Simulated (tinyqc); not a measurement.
Worked calculation: plane-wave Kohn-Sham cycle with exchange-only LDA in a layered model solid. One step of it, computed by the program tinyqc.

Task: Iteration 1: potential. V_H(G) = 4 pi rho(G)/G^2 for G != 0 (uniform background); v_x = -(3 rho/pi)^(1/3); V = V_ext + V_H + v_x; Fourier components f(G_m) = (1/N) sum_j f(x_j) exp(-i G_m x_j).

A solid whose potential varies along x alone (atomic units):
```
parameter                      value
period a                   18.000000
cross-section of the cell   9.000000
electrons per cell                 2
grid points                       16
plane waves -n..n, n               3
k points                           1
V1 in V1 cos(2 pi x/a)     -0.460000
V2 in V2 cos(4 pi x/a)      0.120000
```

density at the start, on the grid x_j = j a/N (e/bohr^3): 0.01234568  0.01234568  0.01234568  0.01234568  0.01234568  0.01234568  0.01234568  0.01234568  0.01234568  0.01234568  0.01234568  0.01234568  0.01234568  0.01234568  0.01234568  0.01234568

Give: Potentials on the grid; V(G_m), m = 0, 1, 2, ....

Result:

Potentials on the grid (hartree):
```
x          V_ext     V_H      v_x        V
0.0000   -0.3400  0.0000  -0.2276  -0.5676
1.1250   -0.3401  0.0000  -0.2276  -0.5677
2.2500   -0.3253  0.0000  -0.2276  -0.5529
3.3750   -0.2609  0.0000  -0.2276  -0.4885
4.5000   -0.1200  0.0000  -0.2276  -0.3476
5.6250    0.0912  0.0000  -0.2276  -0.1364
6.7500    0.3253  0.0000  -0.2276   0.0977
7.8750    0.5098  0.0000  -0.2276   0.2822
9.0000    0.5800  0.0000  -0.2276   0.3524
10.1250   0.5098  0.0000  -0.2276   0.2822
11.2500   0.3253  0.0000  -0.2276   0.0977
12.3750   0.0912  0.0000  -0.2276  -0.1364
13.5000  -0.1200  0.0000  -0.2276  -0.3476
14.6250  -0.2609  0.0000  -0.2276  -0.4885
15.7500  -0.3253  0.0000  -0.2276  -0.5529
16.8750  -0.3401  0.0000  -0.2276  -0.5677
```

V(G_m), m = 0, 1, 2, ... (hartree): -0.2276  -0.2300  0.0600  0.0000  0.0000  0.0000  0.0000
